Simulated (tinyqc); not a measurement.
Inside a calculation. Model: resistance of a tapered via with liner, size effect and interface.

Computed by the program tinyqc: `OMP_NUM_THREADS=1 python tinyqc.py 2750156 2750157 out.jsonl`, one thread of a shared Intel Xeon 2.30GHz, about 0.01 s for the whole run. Printed values are rounded.

A round via whose diameter grows from db at the bottom as D(z) = db + 2 z/tan(ang). The fill, of diameter D - 2 tl, starts above the bottom liner (thickness fb tl) and has rho = rho0 (1 + ks lam/(D - 2 tl)); the sidewall liner conducts in parallel with it. The bottom liner and the interface are crossed over the full area pi db^2/4. Spreading in the lines above and below is left out.

Parameters, values chosen for the exercise; fill metal close to copper:
```
symbol    value      unit                                               meaning
db           26        nm                                diameter at the bottom
hv          100        nm                                                height
ang          88   degrees                                        sidewall angle
rho0       1.68   uohm cm                          bulk resistivity of the fill
lam          39        nm                            mean free path of the fill
ks          0.8                                              size-effect factor
tl          1.8        nm                                 liner on the sidewall
fb          0.7                   liner at the bottom over that on the sidewall
rl          250   uohm cm                              resistivity of the liner
ri      2.5e-12  ohm cm^2                   interface resistivity at the bottom
Sb       1.1e15     S/m^2  ballistic conductance per area, about 3/(4 rho0 lam)
```

## Slices of the via

Slices between z0 = fb tl and hv, evaluated at their midpoints: conductance per length pi/4 [(D - 2 tl)^2/rho + (D^2 - (D - 2 tl)^2)/rl], slice resistance = slice height over that. 7 slices.

```
slice	z (nm)	D (nm)	rho (uohm cm)	slice resistance (ohm)
0	8.312857	26.58058	3.960882	1.339851
1	22.41857	27.56575	3.867121	1.203224
2	36.52429	28.55091	3.780765	1.085637
3	50.63	29.53608	3.700969	0.9838017
4	64.73571	30.52124	3.627013	0.8950968
5	78.84143	31.50641	3.558278	0.8174156
6	92.94714	32.49157	3.494232	0.7490496
```

## Total resistance

R_fill = sum of the slices; R_bottom = rl fb tl/(pi db^2/4); R_interface = ri/(pi db^2/4); ballistic (Sharvin) limit 1/(Sb pi (db - 2 tl)^2/4); ideal cylinder rho0 hv/(pi db^2/4).

parts (ohm): fill 7.074077, bottom liner 5.932995, interface 0.4708726
R = 13.47794 ohm
shares (%): fill 52.48632, bottom liner 44.02003, interface 3.49365
ballistic limit = 2.306861 ohm
ideal cylinder = 3.164264 ohm

The fill is the largest part, and R is 4.26 times the ideal cylinder. With 2000 slices R = 13.482 ohm.
